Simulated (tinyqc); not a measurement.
X-ray reflectivity of a thin film on silicon: critical angles, Parratt recursion, fringes and roughness: one step, computed by the program tinyqc. Command: `OMP_NUM_THREADS=1 python tinyqc.py 3120210 3120211 out.jsonl xrr walk`. One thread of a shared host (Intel(R) Xeon(R) Processor @ 2.30GHz), about 0.01 s of CPU time with the checks.

n = 1 - delta + i beta; the classical electron radius is r_e = 2.8179403e-6 nm. Layer 0 is vacuum, 1 the film, 2 the substrate.

Question. Optical constants. delta = r_e lambda^2 rho_e/(2 pi), rho_e = density x electrons per mass x N_A; critical angle sqrt(2 delta), q_c = 4 sqrt(pi r_e rho_e).

Inputs (values chosen for the exercise, modelled on a porous low-k film on silicon, copper K-alpha radiation):
```
quantity                                        value    unit
wavelength lambda                             0.15406      nm
film density rho                                 1.29  g/cm^3
effective electrons per unit mass, film         0.517   mol/g
beta/delta, film                               0.0091       -
substrate density                                2.33  g/cm^3
effective electrons per unit mass, substrate    0.507   mol/g
beta/delta, substrate                           0.023       -
```

Constants: N_A = 6.02214076e+23 1/mol.

Give: the table «Constants» with the columns rho_e (1/nm^3), delta, beta, critical angle (degrees), q_c (1/nm), for layer = film, substrate.

Answer.

Constants:
```
layer      rho_e (1/nm^3)      delta       beta  critical angle (degrees)  q_c (1/nm)
film                401.6  4.275e-06  3.890e-08                    0.1675      0.2385
substrate           711.4  7.573e-06  1.742e-07                    0.2230      0.3174
```

The film is less dense in electrons than the substrate, so a second edge from the substrate can show.
